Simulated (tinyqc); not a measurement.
## Channel resistance from two points of the on-state curve

Question. In the p-i-n model Von = V1 + 2 Vt ln(J/(1 A/cm^2)) + J Rch, with V1 independent of J. Find Rch and V1.

Inputs (values chosen for the exercise): temperature T = 400 K.

Constants: q = 1.602176634e-19 C, kB = 1.380649e-23 J/K, Vt = kB T/q. Results are converted to the units shown.

Von at J = 30 and 90 A/cm^2 (V): 0.85637613  0.99811300

Solution. Remove the logarithmic junction term; the rest is linear in J.

Rch = 1.10 mohm cm^2
V1 = 0.589 V

Program tinyqc, `OMP_NUM_THREADS=1 python tinyqc.py 2590119 2590120 out.jsonl`; Intel Xeon 2.30GHz, shared host, one thread, about 0.01 s.
